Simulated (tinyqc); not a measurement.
## Potential step from the flux

Question. On one interval J = (q mu Vt/hx) [nb B(d) - na B(-d)], B(d) = d/(exp(d) - 1), d = (psi_b - psi_a)/Vt. Find psi_b - psi_a, and the step at which J would vanish.

Parameters, values chosen for the exercise:
- T = 300 K (temperature)
- mu = 10800 cm^2/(V s) (electron mobility)
- na = 2.5e14 cm^-3 (density at the left node)
- nb = 1e13 cm^-3 (density at the right node)
- hx = 6.3 nm (node spacing)

Constants: q = 1.602176634e-19 C, kB = 1.380649e-23 J/K, Vt = kB T/q. Results are converted to the units shown.

J = -1735.2948 A/cm^2

Answer. B(d) falls and B(-d) rises with d, so J falls steadily with the step and one value matches. J = 0 needs nb/na = exp(d), the Boltzmann ratio.

psi_b - psi_a = -0.0670 V
step for J = 0 = -0.0832 V

tinyqc, about 0.01 s, one thread, Intel Xeon 2.30GHz (shared host): `OMP_NUM_THREADS=1 python tinyqc.py 2220049 2220050 out.jsonl`
